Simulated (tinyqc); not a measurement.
## Projection against the Weibull slope

Defects are spread at random, so -ln(1 - F) is proportional to the area: t63(A2) = t63 (A1/A2)^(1/beta), and the time to the share Fp is t63(A2) (-ln(1 - Fp))^(1/beta).

Values chosen for this exercise:
- A1 = 82 um^2 (area of a test capacitor)
- A2 = 3.7e6 um^2 (gate area of the product)
- Fp = 1e-5 (allowed share of failed products)
- t63 = 2100 s (characteristic time of a test capacitor)

Results:
```
beta  t63 of the product (s)  time to Fp (s)  decades lost to area  decades lost to the percentile
0.6                 3.672e-5       1.704e-13                 7.757                           8.333
1.2                   0.2777        1.892e-5                 3.879                           4.167
1.5                    1.657        7.691e-4                 3.103                           3.333
1.8                    5.451        0.009092                 2.586                           2.778
2.1                    12.76         0.05308                 2.216                           2.381
2.4                    24.15          0.1993                 1.939                           2.083
2.7                    39.66          0.5579                 1.724                           1.852
3                      58.99           1.271                 1.551                           1.667
```

Estimate the missing row, beta = 0.9.

Computed row:
```
beta  t63 of the product (s)  time to Fp (s)  decades lost to area  decades lost to the percentile
0.9                  0.01415        3.937e-8                 5.172                           5.556
```

With this row back in the table: Both losses go as 1/beta: together 16.1 decades at beta = 0.6 and 3.22 at 3. For small Fp only the ratio Fp/A2 counts, so ten times the area costs as much as a tenth of Fp.

Program tinyqc, `OMP_NUM_THREADS=1 python tinyqc.py 2070081 2070082 out.jsonl`; Intel Xeon 2.30GHz, shared host, one thread, about 0.01 s.
